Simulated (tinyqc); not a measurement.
Born-von Karman spring model of a cubic crystal with one atom per cell. From elastic Debye temperature back to radial spring k1L. Computed by tinyqc, a small Python program. Command: `OMP_NUM_THREADS=1 python tinyqc.py 3026408 3026409 out.jsonl springs inv`. One thread of a shared host (Intel(R) Xeon(R) Processor @ 2.30GHz), about 0.2 s of CPU time with the checks.

First neighbours lie at a (1,0,0) (6 of them), second at a (1,1,0) (12), with all permutations and signs; the volume per atom is Omega = a^3.

Inputs (values chosen for the exercise, for a model crystal):
```
quantity               value           unit
lattice constant a       2.9       angstrom
atomic mass M            193              u
transverse spring k1T   0.14  eV/angstrom^2
radial spring k2L       0.65  eV/angstrom^2
transverse spring k2T  -0.04  eV/angstrom^2
```

Lattice: sc.

Constants: 1 eV/angstrom^3 = 160.2176634 GPa; u = 1.6605390666e-27 kg; hbar = 1.054571817e-34 J s; k_B = 1.380649e-23 J/K.

Method:
- [ij,kl] = (1/(2 Omega)) sum_R K_ij R_k R_l; C11 = [xx,xx], C44 = [xx,yy], C12 = 2 [xy,xy] - C44; B = (C11 + 2 C12)/3; Zener ratio A = 2 C44/(C11 - C12). K(R) = kL n n^T + kT (1 - n n^T).
- rho = M/Omega and v = sqrt(C/rho), with C = C11, C44, C44 along [100]; (C11 + C12 + 2 C44)/2, C44, (C11 - C12)/2 along [110]; (C11 + 2 C12 + 4 C44)/3 and twice (C11 - C12 + C44)/3 along [111].
- Christoffel matrix G_xx = C11 n_x^2 + C44 (1 - n_x^2), G_xy = (C12 + C44) n_x n_y, with eigenvalues rho v^2; v_m^-3 is the mean of v^-3 over three branches and all directions (12 Gauss-Legendre points in cos(theta) times 24 angles phi = (j + 1/2) pi/12); q_D = (6 pi^2/Omega)^(1/3); Theta = hbar v_m q_D/k_B.

Task: A run gave the result below. Find the radial spring k1L, known to lie between 1.8 and 2.8 eV/angstrom^2.

elastic Debye temperature = 215.1543 K

Result:

Each step takes the trial c = (a f_b - b f_a)/(f_b - f_a), f being the result less the target and a, b, c the logarithms of the listed values; c replaces end b, the old b replaces a if the sign of f changed, and otherwise f_a is halved.

Scan of the range:
```
radial spring k1L (eV/angstrom^2)  elastic Debye temperature (K)
1.80                                                     212.389
1.94                                                     214.667
2.09                                                     216.972
2.24                                                     219.153
2.42                                                     221.625
2.60                                                     223.957
2.80                                                     226.403
```

False position (Illinois rule, in the logarithm of the input) inside the bracket:
```
step    end a    end b    trial  elastic Debye temperature (K)
1     1.94000  2.09000  1.97079                        215.151
2     2.09000  1.97079  1.97100                        215.154
3     2.09000  1.97100  1.97100                        215.154
4     1.97100  1.97100  1.97100                        215.154
```

Elastic Debye temperature rises at every point of a 13-point scan of the range (every second point is shown), so one value fits; it is bracketed by 1.94 and 2.09. Answer: radial spring k1L = 1.971 eV/angstrom^2.
